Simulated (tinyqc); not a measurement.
Thickness, silicon consumed, volume change, sheet resistance: thermodynamics of metal silicides: hull, first phase, silicon consumed, nucleation and stability against SiO2. Computed by tinyqc, a small Python program. Command: `OMP_NUM_THREADS=1 python tinyqc.py 3022279 3022280 out.jsonl silphase walk`. One thread of a shared host (Intel(R) Xeon(R) Processor @ 2.30GHz), about 0.01 s of CPU time with the checks.

Entropies of formation of the solids are neglected, so heats stand for free energies. Si fractions: M5Si3 0.3750, MSi 0.5000, MSi2 0.6667.

Inputs (values chosen for the exercise, of the order of those of tungsten silicides for heats and volumes only): molar volume of M = 9.55 cm^3/mol; molar volume of Si = 12.06 cm^3/mol; metal thickness t = 12 nm.

Phases: M5Si3, MSi, MSi2.

volumes of the three phases per mole of M (cm^3/mol): 13.5  17  24.9

resistivities of the three phases (microohm cm): 40  34  27

Method. Per phase M_a Si_b, for ample silicon (not limited to t_Si): silicide thickness = t V/V_M; silicon consumed = t (b/a) V_Si/V_M; net volume change = V/(V_M + (b/a) V_Si) - 1; the top surface lies (silicide thickness - silicon consumed) above the old interface; sheet resistance = resistivity/thickness.

Films:

| phase | thickness (nm) | Si consumed (nm) | volume change (%) | top above old interface (nm) | sheet resistance (ohm) |
|---|---|---|---|---|---|
| M5Si3 | 16.963 | 9.092 | -19.576 | 7.8710 | 23.580 |
| MSi | 21.361 | 15.154 | -21.333 | 6.2073 | 15.917 |
| MSi2 | 31.288 | 30.308 | -26.047 | 0.9801 | 8.630 |

silicon consumed by MSi = 15.154 nm

sheet resistance of MSi = 15.917 ohm

For a given sheet resistance the silicon consumed goes as resistivity x (b/a)/V: M5Si3 1.78, MSi 2.00, MSi2 2.17. It is least for M5Si3, which matters on shallow junctions and thin silicon. All three reactions shrink the total volume.

Extremes, crossings and ranges named in words are read from the listed rows.
